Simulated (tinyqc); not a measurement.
A run and its error bars: classical Heisenberg spin chain: exact results, Metropolis, heat-bath and over-relaxation steps, and a Monte Carlo run. Computed by tinyqc, a small Python program. Command: `OMP_NUM_THREADS=1 python tinyqc.py 3130158 3130159 out.jsonl heismc walk`. One thread of a shared host (Intel(R) Xeon(R) Processor @ 2.30GHz), about 0.1 s of CPU time with the checks.

E = -J sum_i s_i . s_(i+1) for unit vectors s_i on an open chain; K = J/(k_B T).

Inputs (values chosen for the exercise, for a model chain of large moments):

| quantity | value | unit |
|---|---|---|
| coupling J | 20 | meV |
| temperature T | 69.1 | K |
| moment mu | 3.4 | mu_B |
| length N of the open chain | 24 | - |
| seed | 652081 | - |

Update: heat bath.

Constants: k_B = 8.617333262e-05 eV/K; mu_B = 5.7883818060e-05 eV/T.

Method:
- Each bond angle is independent, so u = <s_i . s_(i+1)> = coth K - 1/K, <s_i . s_(i+n)> = u^n, correlation length xi = -1/ln|u|, energy per bond -J u, heat capacity per bond c/k_B = 1 - K^2/sinh^2 K, and for the long chain chi = mu^2 (1 + u)/(3 k_B T (1 - u)) per spin.
- For N spins, <|sum s|^2>/N = (1 + u)/(1 - u) - 2 u (1 - u^N)/(N (1 - u)^2); the long chain has (1 + u)/(1 - u), chi over the Curie value, and the difference is relative to it.
- From the ordered state (alternating for J < 0), with each spin drawn from exp(h . s), h = K x sum of neighbours, 200 sweeps are discarded and 1600 recorded (even and odd sites in turn; random numbers not printed, so these rows are one sample). Errors are the scatter of block means over sqrt(number of blocks).

K = 3.35876

u = 0.704693

<|sum s|^2>/N = 5.09937

Blocking:

| block length | mean bond product | error | <\|sum s\|^2>/N | error |
|---|---|---|---|---|
| 1 | 0.70313 | 0.0015314 | 5.3301 | 0.08455 |
| 4 | 0.70313 | 0.0017751 | 5.3301 | 0.14500 |
| 16 | 0.70313 | 0.0020682 | 5.3301 | 0.21132 |
| 40 | 0.70313 | 0.0020841 | 5.3301 | 0.23787 |
| 80 | 0.70313 | 0.0017134 | 5.3301 | 0.24644 |

With blocks of 40 the bond product is 0.7 error bars from the exact u = 0.7047, and <|sum s|^2>/N is 1.0 from the exact 5.099. Blocking to 40 changes the two errors by factors 1.4 and 2.8, because successive sweeps are correlated.
